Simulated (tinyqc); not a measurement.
# Minority carriers and saturation current of a heavily doped emitter: effect of temperature on the narrowing factor

n-type, parabolic bands, full ionisation. eta = (EF - Ec)/kB T solves N = Nc F12(eta), F12(x) = (2/sqrt(pi)) int_0^infinity sqrt(u)/(1 + exp(u - x)) du. The gap shrinks rigidly by dEg = a3 y^(1/3) + a4 y^(1/4) + a2 y^(1/2), y = N/1e18 cm^-3, an empirical law that is here taken as the true narrowing.

Nc is given at 300 K and scales as T^1.5; dEg is held. The factor nie^2/ni^2 = exp(dEg/kB T) g, g = F12(eta) exp(-eta), divides the current gain of a transistor with this emitter.

Inputs (values chosen for the exercise); band and dielectric values close to those of silicon: conduction-band density of states at 300 K Nc = 2.77e19 cm^-3; ionised donor density N = 6.9e19 cm^-3; coefficient of (N/1e18)^(1/3) a3 = 9.6 meV; coefficient of (N/1e18)^(1/4) a4 = 9.2 meV; coefficient of (N/1e18)^(1/2) a2 = 3 meV.

Constants: q = 1.602176634e-19 C, kB = 1.380649e-23 J/K, Vt = kB T/q. Results are converted to the units shown.

Results:
```
T (K),eta,g,nie^2/ni^2,its logarithm
150,4.240,0.1015,114.2,4.738
200,3.048,0.2172,42.20,3.742
250,2.296,0.3298,22.33,3.106
350,1.362,0.5063,10.28,2.330
400,1.041,0.5714,7.963,2.075
450,0.7751,0.6246,6.496,1.871
```

Estimate the missing row, T = 300 K.

Computed row:
```
T (K),eta,g,nie^2/ni^2,its logarithm
300,1.765,0.4265,14.30,2.661
```

With this row back in the table: The factor falls from 114 to 6.50. Its slope against q/kB T is 51.5 meV between the first two rows and 63.2 meV between the last two, against dEg = 90.8 meV: degeneracy takes back part of the narrowing. The factor grows on cooling, so the current gain of such a transistor falls.

Range of the model: Band tails, non-parabolic bands and incomplete ionisation are left out.

tinyqc, about 0.01 s, one thread, Intel Xeon 2.30GHz (shared host): `OMP_NUM_THREADS=1 python tinyqc.py 2330102 2330103 out.jsonl`
